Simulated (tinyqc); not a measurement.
Frequency dispersion of an accumulation capacitance by border traps, distributed model: two steps of the calculation.

Traps spread evenly through the insulator exchange electrons with the semiconductor by tunnelling, with tau(x) = t0 exp(2 ka x) at depth x from the interface. The admittance per area Y seen at depth x obeys dY/dx = -Y^2/(i w eps0 eox) + q Nb ln(1 + i w tau)/tau, with Y(0) = i w Cs and w = 2 pi f; the gate sees Y(tox) = G + i w C. Working variable y = Y/(i w), in uF/cm^2. Cox = eps0 eox/tox.

Values chosen for this exercise; permittivity close to that of aluminium oxide:
- eox = 8.26 (relative permittivity of the insulator)
- tox = 3.3 nm (insulator thickness)
- Cs = 6.3 uF/cm^2 (semiconductor capacitance in accumulation)
- Nb = 5.2e18 cm^-3 eV^-1 (density of border traps)
- ka = 3.8 1/nm (decay constant of the wave function in the insulator)
- t0 = 2e-9 s (time constant of a trap at the interface)
- f = 1000 Hz (frequency)
- xe = 2.1 nm (depth down to which the steps are taken)

Constants: q = 1.602176634e-19 C, eps0 = 8.8541878128e-14 F/cm where lengths are in cm. Results are converted to the units shown.

Task 1. Midpoint steps through the active depth. In terms of y: dy/dx = -y^2/(eps0 eox) + s(x), s = q Nb ln(1 + z)/z, z = i w tau. 8 midpoint steps of h = xe/8: y_half = y + (h/2) y'(x, y), y(new) = y + h y'(x + h/2, y_half).

Wanted: x; s; y.

Result 1.

```
point	x (nm)	s (uF/(cm^2 nm))	y (uF/cm^2)
0	0	0.083313-0.000001i	6.3000+0.0000i
1	0.26250	0.083313-0.000004i	5.1968+0.0000i
2	0.52500	0.083313-0.000028i	4.4180+0.0000i
3	0.78750	0.083312-0.000208i	3.8428+0.0000i
4	1.0500	0.083276-0.001529i	3.4024-0.0002i
5	1.3125	0.081373-0.010855i	3.0554-0.0012i
6	1.5750	0.046345-0.033523i	2.7727-0.0071i
7	1.8375	0.008577-0.015317i	2.5281-0.0119i
8	2.1000	0.001213-0.003631i	2.3197-0.0117i
```

Task 2. Capacitance and conductance at the gate. Beyond xe the traps are ignored, so 1/y(tox) = 1/y(xe) + (tox - xe)/(eps0 eox); C = Re y, G/w = -Im y, loss tangent G/(w C).

y at xe = 2.3196704-0.0117340i uF/cm^2

Give: y at the gate; C; G/w; loss tangent.

Result 2.

y at the gate = 1.680-0.006i uF/cm^2
C = 1.680 uF/cm^2
G/w = 0.006156 uF/cm^2
loss tangent = 0.003664

Computed by the program tinyqc: `OMP_NUM_THREADS=1 python tinyqc.py 2202225 2202226 out.jsonl`, one thread of a shared Intel Xeon 2.30GHz, about 0.3 s for the whole run.
